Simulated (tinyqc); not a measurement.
Surface potential of a MOS transistor: implicit equation and explicit approximations: two steps of the calculation.

p-type body, charge-sheet picture, depletion and inversion only, full ionisation (an idealisation for deep acceptors), Boltzmann statistics (rough once Na exp(x - xn) passes about Nc/7). In units of Vt: xg = (Vg - Vfb)/Vt, x = psi/Vt, G = gamma/sqrt(Vt), xn = (2 phiF + Vc)/Vt. The implicit equation is (xg - x)^2 = G^2 [x - 1 + exp(x - xn)] for x above about 3. Cox = eps0 eox/tox.

Inputs (values chosen for the exercise); band and dielectric values close to those of silicon:
- T = 300 K (temperature)
- eox = 22.5 (relative permittivity of the gate insulator (close to hafnium oxide))
- tox = 69 nm (insulator thickness)
- Vc = 0 V (channel-body voltage)

Constants: q = 1.602176634e-19 C, kB = 1.380649e-23 J/K, Vt = kB T/q, eps0 = 8.8541878128e-14 F/cm where lengths are in cm. Results are converted to the units shown.

Task 1. New x. D = exp(x - xn), f = (xg - x)^2 - G^2 (x - 1 + D), f' = -2 (xg - x) - G^2 (1 + D), x(new) = x - f/f'.

x at the start = 40.24
G = 10.531119
xn = 36.838387
xg = 122.23426

Give: D; f; f'; x after iteration 1.

Result 1.

D = 30.012
f = -957.35
f' = -3603.4
x after iteration 1 = 39.974

Task 2. Potential, charges and gate control. psi = Vt x; N_dep = Cox Vt G sqrt(x - 1)/q; N_inv = (Cox Vt G/q) [sqrt(x - 1 + exp(x - xn)) - sqrt(x - 1)]; dpsi/dVg = 1/[1 + G^2 (1 + exp(x - xn))/(2 (xg - x))].

converged x = 39.935577
G = 10.531119
xn = 36.838387
xg = 122.23426

Give: psi; N_dep; N_inv; dpsi/dVg.

Result 2.

psi = 1.0324 V
N_dep = 3.0614e12 cm^-2
N_inv = 7.7270e11 cm^-2
dpsi/dVg = 0.060282

psi lies 3.1 Vt above 2 phiF + Vc.

Numbers from tinyqc (`OMP_NUM_THREADS=1 python tinyqc.py 2122040 2122041 out.jsonl`; about 0.01 s on one thread of a shared Intel Xeon 2.30GHz).
